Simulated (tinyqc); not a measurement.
Six-transistor SRAM cell, nodal equations and margins: one step of the calculation.

Two cross-coupled inverters (pull-down bn, pull-up bp) hold the nodes Q and QB; access transistors (ba, threshold VTn, gate on the word line at Vdd when selected) join them to the bit lines. Transistor (EKV form, voltages against the body): I = 2 n b Vt^2 [F(vp - Vs) - F(vp - Vd)] from drain to source, F(v) = ln^2(1 + exp(v/(2 Vt))), vp = (Vg - VT + sg |Vd - Vs|)/n. n-channel bodies are at 0; for the p-channel device all voltages are counted down from Vdd. b in uA/V^2 gives I in uA. For an access transistor the bit line is the drain and the node the source. In a read both bit lines are at Vdd. The cell is symmetric (no mismatch).

Problem. Node voltages in a read by Newton steps. F1 = In(gate QB, drain Q) - Ip(gate QB, drain Q) - Ia(bit line, Q), F2 the same with Q and QB exchanged; J by central differences with +/- 1e-6 V; solve J d = -F, limit each component to +/- 0.15 V and add.

Values chosen for this exercise: temperature T = 300 K; supply voltage Vdd = 0.4 V; slope factor n = 1.38; drain-induced barrier lowering sg = 0.097; n-channel threshold VTn = 0.4 V; p-channel threshold (magnitude) VTp = 0.28 V; gain factor of the pull-down transistor bn = 310 uA/V^2; gain factor of the access transistor ba = 160 uA/V^2; gain factor of the pull-up transistor bp = 140 uA/V^2.

Constants: q = 1.602176634e-19 C, kB = 1.380649e-23 J/K, Vt = kB T/q. Results are converted to the units shown.

(Q, QB) at the start (V): Q 0.00000000, QB 0.40000000

Wanted: F1, F2; J; (Q, QB) after iteration 1.

Solution.

F1, F2 (uA): -0.2963  0.0000

J (uS):
```
	Q	QB
F1	15.41	0.01
F2	0.00	15.60
```

(Q, QB) after iteration 1 (V): Q 0.0192, QB 0.4000

Numbers from tinyqc (`OMP_NUM_THREADS=1 python tinyqc.py 2340156 2340157 out.jsonl`; about 0.2 s on one thread of a shared Intel Xeon 2.30GHz).
